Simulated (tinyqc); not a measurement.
# Thin-body transistor below threshold, two-dimensional Poisson equation on a small mesh: what changes with what

A thin body on a thick buried insulator of low permittivity, taken as carrying no normal field at the bottom of the body (row 0). Mobile charge is neglected (subthreshold), the body is fully depleted, and potentials are counted from the intrinsic level; rows run upward to the gate, columns from source to drain.

Parameters, values chosen for the exercise; semiconductor permittivity close to that of In0.53Ga0.47As: temperature T = 300 K; relative permittivity of the semiconductor eps_r = 13.9; relative permittivity of the insulator eox = 3.9; body thickness tb = 4 nm; insulator thickness tox = 1.6 nm; channel length L = 34 nm; acceptor density of the depleted body Na = 0 cm^-3; potential of the source Vbi = 0.51 V; gate offset Vfb = -0.03 V; gate voltage Vg = 0 V; drain voltage Vd = 0.05 V.

Constants: q = 1.602176634e-19 C, kB = 1.380649e-23 J/K, Vt = kB T/q, eps0 = 8.8541878128e-14 F/cm where lengths are in cm. Results are converted to the units shown.

Each table varies one quantity; the others keep the values above.

## Effect of the gate voltage

Mesh: rows i = 0..12 in the semiconductor (step hs = tb/12, row 12 on the interface), then 8 step(s) ho = tox/8 up to the gate row 20; columns j = 0..80 (step hy = L/80). Box integration, divided by eps0: up_i = eps hy/h of the interval above row i, dn_i = that of the interval below (0 for row 0), lat_i = (sum of eps h/2 over the intervals above and below)/hy, s_i = -q Na w_i hy/eps0 with w_i the semiconductor height of the box (hs/2 for row 0 and the interface row, hs between, 0 in the insulator). Each free node obeys (up + dn + 2 lat) psi = up psi(above) + dn psi(below) + lat [psi(left) + psi(right)] + s. Fixed values: gate row Vg - Vfb; column 0 at Vbi and the last column at Vbi + Vd in the semiconductor, each running linearly to Vg - Vfb across the insulator. The system is solved directly. On row 0 the minimum of psi and its place come from a parabola through the three lowest nodes; barrier = Vbi - minimum, swing = Vt ln 10/(d psi/dVg), DIBL = (d psi/dVd)/(d psi/dVg) there. Lambda = pi/k with k the smallest positive root of tan(k tox) tan(k tb) = eox/eps_r.

Effect of the gate voltage:
```
Vg (V)  L/Lambda  barrier (V)  place y/L  swing (mV/decade)  DIBL (mV/V)
-0.2       2.008       0.6142     0.4944              65.67        49.74
-0.12      2.008       0.5416     0.4936              65.67        49.52
-0.04      2.008       0.4691     0.4927              65.67        49.23
0.04       2.008       0.3966     0.4914              65.67        48.84
0.12       2.008       0.3241     0.4897              65.68        48.29
0.2        2.008       0.2516     0.4869              65.69        47.47
```

What does the table show?

As Vg goes from -0.2 to 0.2 V, the barrier falls from 0.614 to 0.252 V, the swing stays near 65.7 mV a decade and DIBL falls from 49.7 to 47.5 mV/V; the ideal swing is 59.5. The barrier top moves from y/L = 0.494 to 0.487. In every row the body is under 5 nm thick, where quantum confinement matters.

## Effect of the insulator thickness

Same model as above.

Effect of the insulator thickness:
```
tox (nm)  L/Lambda  barrier (V)  place y/L  swing (mV/decade)  DIBL (mV/V)
0.64         2.798       0.4654     0.4944              61.30        14.19
0.88         2.523       0.4581     0.4937              62.24        21.64
1.2          2.253       0.4472     0.4930              63.67        33.04
1.7          1.958       0.4292     0.4919              66.20        53.29
2.3          1.715       0.4072     0.4907              69.59        80.27
3.2          1.470       0.3753     0.4891              75.15        124.5
```

As tox goes from 0.64 to 3.2 nm, the barrier falls from 0.465 to 0.375 V, the swing rises from 61.3 to 75.1 mV a decade and DIBL rises from 14.2 to 124 mV/V; the ideal swing is 59.5. L/Lambda goes from 2.8 to 1.5. In every row the body is under 5 nm thick, where quantum confinement matters.

## Choice of the relaxation factor

Mesh: rows i = 0..2 in the semiconductor (step hs = tb/2, row 2 on the interface), then 1 step(s) ho = tox/1 up to the gate row 3; columns j = 0..4 (step hy = L/4). Sweeps go row by row from row 0, left to right, psi(new) = psi + omega (t - psi) with t the value that solves the node equation for the newest neighbours; free nodes start at zero; stop when the largest change is below 1e-7 V.

Choice of the relaxation factor:
```
omega  sweeps
1          78
1.1        64
1.2        52
1.3        41
1.4        29
1.5        22
1.6        30
1.7        40
1.8        66
1.9       137
```

What does the table show?

Gauss-Seidel (omega = 1) takes 78 sweeps; the fewest, 22, are at omega = 1.5, and omega = 1.9 takes 137. The Jacobi matrix of this mesh has spectral radius rho = 0.9212, so theory puts the best factor at 2/(1 + sqrt(1 - rho^2)) = 1.44.

Numbers from tinyqc (`OMP_NUM_THREADS=1 python tinyqc.py 2480027 2480028 out.jsonl`; about 0.09 s on one thread of a shared Intel Xeon 2.30GHz).
